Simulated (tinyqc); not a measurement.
What each parameter does: trap in a gate oxide as a short-range spherical well.

A spherical well of radius R and depth V0 below the conduction edge, one mass m, c = hbar^2/2m0. The s level at binding Et solves k cot(k R) = -kappa with k = sqrt(m (V0 - Et)/c), kappa = sqrt(m Et/c); it exists for V0 > Vc = c (pi/2R)^2/m. Outside, psi falls as exp(-kappa r)/r.

Energies from the conduction edge of the channel. The trap level at depth x is E_T = dEc - Et - e Fox x (1 MV/cm = 0.01 eV/angstrom). An electron at the channel edge tunnels with the WKB exponent S = (4/3) sqrt(m/c) [dEc^(3/2) - (dEc - e Fox x)^(3/2)]/(e Fox), c = hbar^2/2m0; tau = t0 exp(S); the occupation is f = 1/(1 + exp((E_T - EF)/kB T)), tau_c = tau/f and tau_e = tau/(1 - f). Lattice relaxation is left out; a level below the channel edge needs phonons as well, so tau is then a lower bound, while a level above it can also empty elastically at its own energy, through a thinner barrier, faster than this tau.

Constants: hbar^2/2m0 = 3.80998211 eV angstrom^2; kB = 8.617333262e-05 eV/K.

Values chosen for the exercise (near those of SiO2 on 4H SiC; the results hold for these values, not for the real material): R = 3.7 angstrom (radius of the well); V0 = 5.3 eV (depth of the well); m = 0.43 m0 (mass); dEc = 2.69 eV (conduction offset to the channel); Fox = 3.8 MV/cm (oxide field, lowering levels away from the channel); t0 = 12 x 1e-11 s (time constant at the interface); T = 200 K (temperature); EF = -0.1 eV (Fermi level above the channel edge); x = 15 angstrom (depth of the trap).

Et from the well, then the level and the time.

Results for these values:

| case | Et (eV) | E_T (eV) | log10 tau (s) | ln(tau_c/tau_e) |
|---|---|---|---|---|
| base | 2.048 | 0.072 | -3.14 | 10.0 |

What happens to each result for V0 = 5.57 eV, all else kept?

Answer: Et rises from 2.048 to 2.260; E_T falls from 0.072 to -0.140; log10 tau does not change at the printed digits; ln(tau_c/tau_e) falls from 10.0 to -2.3.

The same for each parameter in turn:

| case | Et (eV) | E_T (eV) | log10 tau (s) | ln(tau_c/tau_e) |
|---|---|---|---|---|
| base | 2.048 | 0.072 | -3.14 | 10.0 |
| x = 17 angstrom | 2.048 | -0.004 | -2.29 | 5.6 |
| Fox = 4.8 MV/cm | 2.048 | -0.078 | -3.25 | 1.3 |
| dEc = 2.47 eV | 2.048 | -0.148 | -3.46 | -2.8 |
| m = 0.473 m0 | 2.244 | -0.124 | -2.81 | -1.4 |
| V0 = 5.57 eV | 2.260 | -0.140 | -3.14 | -2.3 |
| T = 250 K | 2.048 | 0.072 | -3.14 | 8.0 |
| EF = -0.05 eV | 2.048 | 0.072 | -3.14 | 7.1 |

tinyqc: `OMP_NUM_THREADS=1 python tinyqc.py 1281464 1281465 out.jsonl`; about 0.01 s, one thread, shared Intel(R) Xeon(R) Processor @ 2.30GHz.
